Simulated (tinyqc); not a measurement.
# Changing the field after the step F

Model: velocity overshoot from momentum and energy balance equations after a field step. Computed by tinyqc, a small Python program. Command: `OMP_NUM_THREADS=1 python tinyqc.py 3013503 3013504 out.jsonl overshoot sweep`. One thread of a shared host (Intel(R) Xeon(R) Processor @ 2.30GHz), about 0.02 s of CPU time with the checks.

At t = 0 the field jumps from 0 to F in a uniform sample. v is the drift velocity and u = w - (3/2) k_B T the excess energy per carrier.

Inputs (values chosen for the exercise, modelled on electrons in germanium except for tau_E):
```
quantity,value,unit
effective mass m,0.12,m_0
low-field mobility mu_0,4200,cm^2/(V s)
saturation velocity v_s,0.66,1e7 cm/s
energy relaxation time tau_E,0.68,ps
lattice temperature T,300,K
time step dt,14,fs
```

Scheme: implicit in the damping.

Constants: m_0 = 9.1093837015e-31 kg; e = 1.602176634e-19 C; k_B = 8.617333262e-05 eV/K.

Method:
- dv/dt = e F/m - v/tau_m(u), du/dt = e F v - u/tau_E, tau_m(u) = tau_0/(1 + c u), tau_0 = m mu_0/e, c = mu_0/(e tau_E v_s^2); this choice gives the steady state v (1 + mu_0 F v/v_s^2) = mu_0 F, which saturates at v_s. Steady velocity v = 2 mu_0 F/(1 + sqrt(1 + 4 (mu_0 F/v_s)^2)); u = e F v tau_E; carrier temperature T + 2u/(3 k_B), neglecting the drift energy m v^2/2.
- Step: v_new = (v + dt e F/m)/(1 + dt/tau_m(u)), u_new = (u + dt e F v_new)/(1 + dt/tau_E). Start v = u = 0; the distance adds dt (v + v_new)/2.
- Run to 8 times the larger of tau_E and tau_0, but at most 20001 steps, and stop early if |v| > 1000 v_s or u < -1/(2c); the run is accepted if the last v is within 0.5 % of the steady value.

One run for each value:
```
field after the step F (kV/cm),peak over steady velocity,peak velocity (1e7 cm/s),steady velocity (1e7 cm/s),time of the peak (fs),distance at the peak (nm)
0.15,1.0005,0.06247,0.06244,2310,12.644
0.22,1.0018,0.09082,0.09066,1946,15.138
0.31,1.0052,0.12614,0.12549,1638,17.267
0.45,1.0149,0.17823,0.17562,1344,19.445
0.66,1.0389,0.24977,0.24042,1064,20.819
0.95,1.0849,0.33699,0.31062,854,21.877
1.40,1.1688,0.45164,0.38643,658,21.799
2.00,1.2831,0.57714,0.44982,518,21.323
2.90,1.4418,0.72809,0.50498,406,20.628
```

Over the rows, peak over steady velocity rises from 1.00 to 1.44 (exponent d ln y / d ln x 0.0033 between the first rows and 0.31 between the last); peak velocity (1e7 cm/s) rises from 0.0625 to 0.728 (exponent d ln y / d ln x 0.98 between the first rows and 0.63 between the last); steady velocity (1e7 cm/s) rises from 0.0624 to 0.505 (exponent d ln y / d ln x 0.97 between the first rows and 0.31 between the last). At the low end the exponent of steady velocity is 0.97, close to 1: Ohm's law. Overshoot passes 10 % between 0.950 and 1.40 kV/cm; the knee field v_s/mu_0 is 1.57 kV/cm.

Extremes, crossings and ranges named in words are read from the listed rows.
